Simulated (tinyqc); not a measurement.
From results back to parameters: effective mass of the split-off band from tabulated energies.

Problem. A band follows E (1 + alpha E) = c k^2/m, c = hbar^2/2m0. Its energies at two wave vectors are given.

Constants: hbar^2/2m0 = 3.80998211 eV angstrom^2.

Inputs chosen for the exercise (out of a larger set: band of an eight-band Kane model near CdTe; not measured data): k12 = (0.033, 0.088) 1/angstrom (two wave vectors).

energies (meV): 16.40189  120.24696

Find: y = c k^2/E; m; alpha.

Solution. y = m + m alpha E is a straight line through the two points. A negative alpha means that the band steepens away from the edge, repelled by the bands nearer the gap.

y = c k^2/E (m0): 0.25296  0.24537
m = 0.2542 m0
alpha = -0.29 1/eV

Program tinyqc; command `OMP_NUM_THREADS=1 python tinyqc.py 1850790 1850791 out.jsonl`; about 0.01 s on one thread of a shared Intel(R) Xeon(R) Processor @ 2.30GHz.
